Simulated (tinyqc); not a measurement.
## Resistance of a tapered via with liner, size effect and interface: two fill metals against the diameter

A round via whose diameter grows from db at the bottom as D(z) = db + 2 z/tan(ang). The fill, of diameter D - 2 tl, starts above the bottom liner (thickness fb tl) and has rho = rho0 (1 + ks lam/(D - 2 tl)); the sidewall liner conducts in parallel with it. The bottom liner and the interface are crossed over the full area pi db^2/4. Spreading in the lines above and below is left out.

Slices between z0 = fb tl and hv, evaluated at their midpoints: conductance per length pi/4 [(D - 2 tl)^2/rho + (D^2 - (D - 2 tl)^2)/rl], slice resistance = slice height over that. 2000 slices. R_fill = sum of the slices; R_bottom = rl fb tl/(pi db^2/4); R_interface = ri/(pi db^2/4). The second fill has rho2, lam2 and tl2 in place of rho0, lam and tl.

Values chosen for this exercise; fill metal close to molybdenum:
- hv = 42 nm (height)
- ang = 89 degrees (sidewall angle)
- rho0 = 5.26 uohm cm (bulk resistivity of the fill)
- lam = 11.4 nm (mean free path of the fill)
- ks = 1.5 (size-effect factor)
- tl = 0.4 nm (liner on the sidewall)
- fb = 0.5 (liner at the bottom over that on the sidewall)
- rl = 230 uohm cm (resistivity of the liner)
- ri = 3.2e-12 ohm cm^2 (interface resistivity at the bottom)
- Sb = 1.3e15 S/m^2 (ballistic conductance per area, about 3/(4 rho0 lam))
- rho2 = 7.66 uohm cm (bulk resistivity of the second fill (close to ruthenium))
- lam2 = 6.4 nm (its mean free path)
- tl2 = 0 nm (its liner)

Result of one run:
```
db (nm)  R, first fill (ohm)  R, second fill (ohm)  ratio second/first
6                     335.93                234.70             0.69864
```

What becomes of these results when the diameter at the bottom db is changed from 6 to 70 nm, all else the same?

Result of the changed run:
```
db (nm)  R, first fill (ohm)  R, second fill (ohm)  ratio second/first
70                   0.91460                1.0131              1.1077
```

The whole series:
```
db (nm)  R, first fill (ohm)  R, second fill (ohm)  ratio second/first
6                     335.93                234.70             0.69864
8.5                   132.64                104.59             0.78855
12                    54.606                47.354             0.86720
17                    23.017                21.534             0.93560
24                    10.089                10.013             0.99246
35                    4.2235                4.4046              1.0429
49                    1.9899                2.1460              1.0784
70                   0.91460                1.0131              1.1077
100                  0.42745               0.48293              1.1298
```

The ratio goes from 0.699 to 1.13. The two fills give the same R at db = 25.3 nm; below it the second gives the lower R. Ratios within a few per cent of 1 are a tie, given that ballistic terms are left out.

Numbers from tinyqc (`OMP_NUM_THREADS=1 python tinyqc.py 2750059 2750060 out.jsonl`; about 0.01 s on one thread of a shared Intel Xeon 2.30GHz).
